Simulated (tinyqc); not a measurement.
# Resonant-tunnelling diode, transfer matrices and Tsu-Esaki current: two studies

Emitter (band edge 0), barrier d1, well Lw, barrier d2, collector (edge -V). The bias drops linearly over these layers and none in the contacts; each layer is cut into ns equal slices, flat at the value of their centres. E is the energy of motion across the layers, C = hbar^2/(2 m0), psi and psi'/m are continuous. Transport is coherent, T(E) is taken as independent of the transverse momentum, and charge in the well is ignored.

Inputs (values chosen for the exercise); masses and offsets of a made-up heterostructure: temperature T = 300 K; mass in the well, spacer and contacts mw = 0.26 m0; barrier height U1 = 1 eV; barrier mass m1 = 0.49 m0; emitter barrier d1 = 0.8 nm; well width Lw = 1.3 nm; collector barrier d2 = 1.2 nm; slices in each layer ns = 3; Fermi energy of both contacts above their band edges Ef = 0.15 eV.

Constants: q = 1.602176634e-19 C, kB = 1.380649e-23 J/K, hbar = 1.054571817e-34 J s, m0 = 9.1093837015e-31 kg, Vt = kB T/q, hbar^2/(2 m0) = 0.0380998212 eV nm^2. Results are converted to the units shown.

Each table varies one quantity; the others keep the values above.

## Current against voltage

For the pair (psi, psi'/m) a flat layer has M = [[cos kd, (m/k) sin kd], [-(k/m) sin kd, cos kd]] with k = sqrt(m (E - U)/C) above its edge U, and M = [[cosh Kd, (m/K) sinh Kd], [(K/m) sinh Kd, cosh Kd]] with K = sqrt(m (U - E)/C) below it. Later slices stand to the left. With M acting on (psi, psi'/m) and v = k/m in each lead, T(E) = 4 vL vR/[(vL vR M12 - M21)^2 + (vR M11 + vL M22)^2]. J = J0 times the integral over E > 0 of T(E) N(E), N = ln[(1 + exp((Ef - E)/Vt))/(1 + exp((Ef - V - E)/Vt))], J0 = q^2 mw m0 kB T/(2 pi^2 hbar^3) (times 1e-4 for A/cm^2 per eV). The integral is converged to the digits shown.

Results:
```
V (V)  J (kA/cm^2)
0.061        4.209
0.144        21.05
0.227        84.76
0.309        254.8
0.392        543.7
0.475        850.7
0.558        879.4
0.641        11.19
0.807        7.116
0.89         8.151
0.972        10.41
```

Estimate the missing row, V = 0.724 V.

Computed row:
```
V (V)  J (kA/cm^2)
0.724        7.349
```

With this row back in the table: Among the rows the current peaks at 879 kA/cm^2 at V = 0.558 V and falls to 7.12 kA/cm^2 at 0.807 V, a ratio of 124. At zero bias the resonance lies at 0.267 eV and the centre of the well takes the share 0.439 of the bias, so the level should reach the emitter band edge near V = 0.608 V; beyond that only the tail of the broadened level (width 2.67 meV at zero bias) and off-resonant tunnelling carry current. Without scattering and space charge the valley comes out far lower than in a real diode. In 7 of the 12 rows the bias alone exceeds 0.4 V, so electrons enter the collector far above its band edge, where real bands are no longer parabolic.

## Resonance against bias

The resonance is the first maximum of T(E) for E > 0, G its full width at half maximum. For a sharp resonance J = J0 (pi G/2) Tp N(Er), with Er the peak energy, Tp the peak transmission and G the full width at half maximum (in eV).

Resonance against bias:
```
V (V)  Er (eV)      Tp  G (meV)  J (kA/cm^2)  one-resonance J (kA/cm^2)
0.061   0.2403  0.3553    2.475        4.209                      4.071
0.137   0.2065  0.4494    2.245        18.56                      18.28
0.213   0.1724  0.5594    2.032        68.06                      68.07
0.289   0.1381  0.6836    1.832        201.2                      202.9
0.365   0.1036  0.8157    1.641        440.9                      445.5
0.441  0.06888  0.9385    1.451        733.4                      739.9
0.517  0.03390  0.9993    1.235        942.8                      949.6
```

What does the comparison show?

Er falls from 0.240 to 0.0339 eV, by 0.453 eV a volt, against the share 0.439 of the bias at the centre of the well. Tp rises from 0.355 to 0.999: the bias lowers the thicker collector barrier towards a match with the emitter barrier. The one-resonance current is 3.3 % below the full integral in the first row and 0.73 % above it in the last. In 2 of the 7 rows the bias alone exceeds 0.4 V, so electrons enter the collector far above its band edge, where real bands are no longer parabolic.

Program tinyqc, `OMP_NUM_THREADS=1 python tinyqc.py 2600146 2600147 out.jsonl`; Intel Xeon 2.30GHz, shared host, one thread, about 0.3 s.
